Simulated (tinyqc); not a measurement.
# Holstein polaron on two sites, step by step

A worked calculation. Computed by tinyqc, a small Python program that keeps every step. Command: `OMP_NUM_THREADS=1 python tinyqc.py 3001836 3001837 out.jsonl holstein walk`. One thread of a shared host (Intel(R) Xeon(R) Processor @ 2.30GHz), about 0.01 s of CPU time with the checks. Intermediate numbers are printed to about 7 digits and carried at full precision; extremes and crossings named in words are read from the listed rows.

One electron on sites 1 and 2: H = -t (c1+ c2 + c2+ c1) + hbar omega sum_i b_i+ b_i - g hbar omega sum_i n_i (b_i + b_i+). The symmetric phonon shifts the energy by -g^2 hbar omega/2 and drops out; with b = (b_1 - b_2)/sqrt(2) there remains H = -t sigma_x + hbar omega b+ b - (g hbar omega/sqrt(2)) sigma_z (b + b+). Parity splits it into blocks p = +1 and -1 over phonon numbers n. Zero-point energies are left out. Weights Z refer to mode b alone; the displaced symmetric mode multiplies the full zero-phonon weight by exp(-g^2/2).

Inputs (values chosen for the exercise, for a model dimer):
```
quantity                  value  unit
hopping t                   120   meV
phonon energy hbar omega   46.8   meV
coupling g                 1.87     -
phonon levels kept N          4     -
```

## Energy scales

Polaron binding energy E_p = g^2 hbar omega; ratio E_p/t (the adiabatic potential has two wells when it exceeds 1); adiabaticity hbar omega/t.

E_p = 163.6549 meV

E_p/t = 1.363791

hbar omega/t = 0.39

## The even block in a small basis

Block p: H_nn = n hbar omega - p t (-1)^n - g^2 hbar omega/2, H_(n,n+1) = -(g hbar omega/sqrt(2)) sqrt(n + 1). Take p = +1 and n = 0..N-1.

H, even block (meV):
```
           1         2          3          4
1  -201.8275  -61.8832     0.0000     0.0000
2   -61.8832   84.9725   -87.5160     0.0000
3     0.0000  -87.5160  -108.2275  -107.1848
4     0.0000    0.0000  -107.1848   178.5725
```

## Levels in the small basis

Diagonalise H; the eigenvector has its largest component positive; Z is the weight of n = 0.

levels (meV): -219.8627  -163.7239  115.8372  221.2395

lowest eigenvector: 0.9179760  0.2675350  0.2827695  0.0760690

Z in the small basis = 0.8426799

## Converged results

Use 60 levels in both blocks; Z = c_0^2 is the weight of n = 0 in the ground state c; the splitting is the lowest odd level less the lowest even one, which without coupling is the smaller of 2t and hbar omega; <sigma_x> = sum (-1)^n c_n^2 measures the kinetic energy.

ground-state energy = -220.7056 meV

weight Z of n = 0 in mode b = 0.8004750

mean phonon number in b = 0.3578773

splitting = 15.06387 meV

splitting/(2t) = 0.06276614

<sigma_x> = 0.8231916

The small basis misses the ground-state energy by 0.843 meV. Mode b stays mostly in its zero-phonon state. Caution: with hbar omega below 2t the lowest odd level starts as a one-phonon state, so the splitting here is a softened phonon and not a narrowed hopping.

## Approximations to the ground state

Second order: E = -t - E_p/2 - (E_p/2) hbar omega/(hbar omega + 2t). Lang-Firsov: E = -E_p - t exp(-g^2). Variable displacement: E(x) = -E_p/2 - t exp(-g^2 x^2) - (E_p/2)(2x - x^2), minimised over 0 <= x <= 1. Adiabatic, classical lattice: E = -E_p/2 - t for E_p < t, else -E_p - t^2/(2 E_p); it leaves out the change of zero-point energy.

Ground-state energy (meV):
```
method                         E  E - exact
second order in g      -215.1801    5.52557
Lang-Firsov            -167.2899   53.41577
variable displacement  -215.7804    4.92519
adiabatic, classical   -207.6499   13.05569
```

best displacement x = 0.17908

Closest here is variable displacement (+4.93 meV), furthest Lang-Firsov (+53.42 meV), at hbar omega/t = 0.39 and E_p/t = 1.36. Lang-Firsov and variable displacement are variational and lie above the exact value.

Checks made by the program: 60 against 80 levels (relative difference below 1e-10); Hellmann-Feynman: dE/dt = -<sigma_x> (relative difference below 1e-10).
